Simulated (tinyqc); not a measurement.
Inside a calculation. Model: nucleation and growth of vacancy voids in a cooling silicon-like crystal. Computed by tinyqc, a small Python program that keeps every step. Command: `OMP_NUM_THREADS=1 python tinyqc.py 3002720 3002721 out.jsonl voids walk`. One thread of a shared host (Intel(R) Xeon(R) Processor @ 2.30GHz), about 0.3 s of CPU time with the checks. Intermediate numbers are printed to about 6 digits and carried at full precision; extremes and crossings named in words are read from the listed rows.

Spherical voids; vacancies are lost only to voids.

Inputs (values chosen for the exercise, for a model crystal):

| quantity | value | unit |
|---|---|---|
| vacancy density at the melting point C_m | 6.2e+14 | 1/cm^3 |
| formation energy E_f | 4.29 | eV |
| melting point T_m | 1685 | K |
| diffusion prefactor D0 | 0.00034 | cm^2/s |
| migration energy E_m | 0.39 | eV |
| site density rho | 5e+22 | 1/cm^3 |
| void surface energy gamma | 0.938 | J/m^2 |
| cooling rate q | 0.99 | K/min |
| vacancy excess C0 | 1.7e+14 | 1/cm^3 |
| temperature of the worked step T | 1410 | K |
| temperature step | 0.2 | K |

Vacancy supply: given.

Constants: k_B = 8.617333262e-05 eV/K; k_B = 1.380649e-23 J/K; e = 1.602176634e-19 C.

## Vacancy excess

C = C0 as given.

initial excess C = 1.70e+14 1/cm^3

## Nucleation rate at T with the initial excess

C_e = C_m exp[-(E_f/k_B)(1/T - 1/T_m)]; D = D0 exp(-E_m/(k_B T)); f = k_B T ln(C/C_e); r* = 2 gamma/(rho f); W* = 16 pi gamma^3/(3 rho^2 f^2); Z = f/sqrt(12 pi W* k_B T); I = rho Z (4 pi r* D C) exp(-W*/(k_B T)).

C_e = 1.94914e+12 1/cm^3

D = 1.37245e-05 cm^2/s

driving force f = 0.542931 eV

critical radius r* = 0.431328 nm

W*/(k_B T) = 37.5495

rate I = 3.69893e+08 1/(cm^3 s)

Cooling by 10 K multiplies I by 25: nucleation switches on within a narrow range of temperature.

## Cooling through the nucleation range

March down from 1500 K in steps dT, dt = dT/q, with values at the upper end of each step: a class of I dt voids is born with r*; then all classes grow by r^2 += 2 D (C - C_e) dt/rho; C falls by the vacancies added to voids. Stop at 1150 K. T_n is the T of the largest I, N the final count (classes under 1e-6 /cm^3 are dropped), and the mean radius the number average.

Rows around the peak of I:

| T (K) | C (1/cm^3) | C_e (1/cm^3) | I (1/(cm^3 s)) | voids (1/cm^3) | mean radius (nm) |
|---|---|---|---|---|---|
| 1465.6 | 1.70000e+14 | 7.43973e+12 | 1.47121e-05 | 9.04074e-04 | 24.5011 |
| 1455.6 | 1.70000e+14 | 5.89128e+12 | 4.20821e-02 | 3.19295e+00 | 26.6906 |
| 1445.6 | 1.69976e+14 | 4.65008e+12 | 3.10580e+01 | 2.85398e+03 | 28.6794 |
| 1440.6 | 1.69481e+14 | 4.12621e+12 | 5.15224e+02 | 5.41201e+04 | 29.9487 |
| 1437.6 | 1.67261e+14 | 3.83912e+12 | 1.82210e+03 | 2.44066e+05 | 31.7906 |
| 1435.6 | 1.62812e+14 | 3.65831e+12 | 2.51814e+03 | 5.14062e+05 | 34.7798 |
| 1433.6 | 1.54298e+14 | 3.48554e+12 | 1.67752e+03 | 7.87801e+05 | 40.4233 |
| 1431.6 | 1.41995e+14 | 3.32048e+12 | 4.91196e+02 | 9.19946e+05 | 48.4555 |
| 1429.6 | 1.27665e+14 | 3.16280e+12 | 7.02130e+01 | 9.50184e+05 | 56.7487 |
| 1426.6 | 1.05667e+14 | 2.93947e+12 | 1.23343e+00 | 9.54003e+05 | 66.6540 |
| 1423.6 | 8.54073e+13 | 2.73106e+12 | 6.12303e-03 | 9.54056e+05 | 73.6827 |

temperature of peak nucleation T_n = 1435.6 K

void density N = 954057 1/cm^3

mean radius = 94.0703 nm

vacancies left at 1150 K = 2.00935e+09 1/cm^3

I rises as supersaturation builds and collapses once the first voids have drawn C down by 4 % at the peak. Nearly all the excess then goes into these voids: [3 C/(4 pi rho N)]^(1/3) = 94.8 nm.

## Cooling rate

The formulas are those given above.

At fixed C:

| q (K/min) | T_n (K) | N (1/cm^3) | mean radius (nm) |
|---|---|---|---|
| 0.099 | 1445.6 | 3.19408e+04 | 292.272 |
| 0.250 | 1441.8 | 1.25303e+05 | 185.225 |
| 0.490 | 1438.8 | 3.38137e+05 | 132.988 |
| 0.990 | 1435.6 | 9.54057e+05 | 94.070 |
| 2.000 | 1432.2 | 2.69080e+06 | 66.547 |
| 4.000 | 1428.6 | 7.47529e+06 | 47.312 |
| 9.900 | 1423.8 | 2.84152e+07 | 30.291 |

Over the rows N goes as q^1.47 and the radius as q^-0.49, near the 3/2 and -1/2 of the scaling argument (depletion time 1/(4 pi N r D) equal to the time in the nucleation range, at fixed N r^3). T_n drops only 22 K for a factor 100 in q. Fast cooling gives many small voids, which an anneal can dissolve.

## Vacancy excess varied

The formulas are those given above.

At fixed q:

| C (1/cm^3) | T_n (K) | N (1/cm^3) | mean radius (nm) |
|---|---|---|---|
| 6.80e+13 | 1388.2 | 1.82830e+06 | 55.748 |
| 1.00e+14 | 1407.8 | 1.39034e+06 | 69.484 |
| 1.70e+14 | 1435.6 | 9.54057e+05 | 94.070 |
| 2.70e+14 | 1460.4 | 6.87193e+05 | 122.494 |
| 4.20e+14 | 1485.0 | 5.02651e+05 | 157.589 |

More vacancies nucleate earlier (T_n rises by 97 K) and give fewer, larger voids: N goes as C^-0.71 and the radius as C^0.57, steeper than the -1/2 and +1/2 of the scaling argument at fixed D, because D rises with T_n.

Checks made by the program: Z against the curvature of W(n) (relative difference below 1e-10); N against a run with half the step (relative difference 2e-03).
